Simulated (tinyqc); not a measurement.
Leakage through a gate insulator: direct, Fowler-Nordheim, trap-assisted and Poole-Frenkel currents: one step, computed by the program tinyqc. Command: `OMP_NUM_THREADS=1 python tinyqc.py 3016098 3016099 out.jsonl oxideleak walk`. One thread of a shared host (Intel(R) Xeon(R) Processor @ 2.30GHz), about 0.01 s of CPU time with the checks.

Electrons enter from the cathode Fermi level at x = 0; the conduction band of the insulator lies phi_b - e F x above it, F = V/t. WKB exponents use a parabolic band with mass m.

Task: Poole-Frenkel bound. Poole-Frenkel emission over the lowered barrier of a charged trap: lowering sqrt(e F/(pi eps_opt eps_0)); J_PF = e N_t^(2/3) nu_0 exp(-(phi_t - lowering)/k_B T), one sheet of traps emitting with supply unlimited (an upper bound).

Inputs (values chosen for the exercise, with an insulator like SiO2):

| quantity | value | unit |
|---|---|---|
| thickness t | 2 | nm |
| optical constant eps_opt | 2.12 | - |
| voltage across the insulator V | 0.41 | V |
| trap depth phi_t | 1.7 | eV |
| trap density N_t | 9e+18 | cm^-3 |
| attempt rate nu_0 | 1e+13 | 1/s |
| temperature T | 200 | K |

Constants: e = 1.602176634e-19 C; eps_0 = 8.8541878128e-12 F/m; k_B = 8.617333262e-05 eV/K.

Give: barrier lowering; Poole-Frenkel bound J_PF.

Result:

barrier lowering = 0.7463 eV

Poole-Frenkel bound J_PF = 6.438e-18 A/cm^2

Caution: the film is too thin for the Poole-Frenkel picture (the lowering is a large part of the whole drop, or the traps are further apart than the film is thick), so J_PF is only nominal.
